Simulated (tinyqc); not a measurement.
From results back to parameters: two-level Kane dispersion of a narrow-gap semiconductor. Two cases, with inputs chosen for the exercise.

Problem. In the two-level Kane model E = Eg/2 + sqrt(Eg^2/4 + (2/3) Ep c k^2), c = hbar^2/2m0, and the momentum mass is m(k) = (3/(2 Ep)) sqrt(Eg^2 + (8/3) Ep c k^2). It is given at the Fermi wave vectors kF = (3 pi^2 n)^(1/3) of two densities (1 cm^-3 = 1e-24 angstrom^-3).

Constants: hbar^2/2m0 = 3.80998211 eV angstrom^2.

Case 1.

Values chosen (out of a larger set: a narrow-gap II-VI alloy; not measured data): n12 = (6.1e+15, 2.3e+17) cm^-3 (two densities).

masses at the two densities (m0): 0.02052894  0.02844539

Case 2.

Values chosen (out of a larger set: near those of InAs; not measured data): n12 = (1.2e+16, 2e+17) cm^-3 (two densities).

masses at the two densities (m0): 0.03138245  0.03586858

Find: kF^2; Ep; edge mass; |Eg|.

Solution. m^2 = m0*^2 + (6 c/Ep) kF^2 is a straight line in kF^2: the slope gives Ep, the intercept the edge mass, and |Eg| = (2/3) Ep m0*. The sign of Eg does not enter. The two-level form takes Dso as infinite, which overstates the mass where Dso is not large against Eg.

Case 1.

kF^2 (1/angstrom^2): 3.1952e-05  0.00035928

Ep = 19.3 eV
edge mass = 0.01959 m0
|Eg| = 0.252 eV

Case 2.

kF^2 (1/angstrom^2): 5.0165e-05  0.00032732

Ep = 21.0 eV
edge mass = 0.03050 m0
|Eg| = 0.427 eV

Computed by tinyqc, one run a case: `OMP_NUM_THREADS=1 python tinyqc.py N N+1 out.jsonl` with N = 1081031, 1081047; one thread of a shared Intel(R) Xeon(R) Processor @ 2.30GHz, about 0.01 s a run at most.
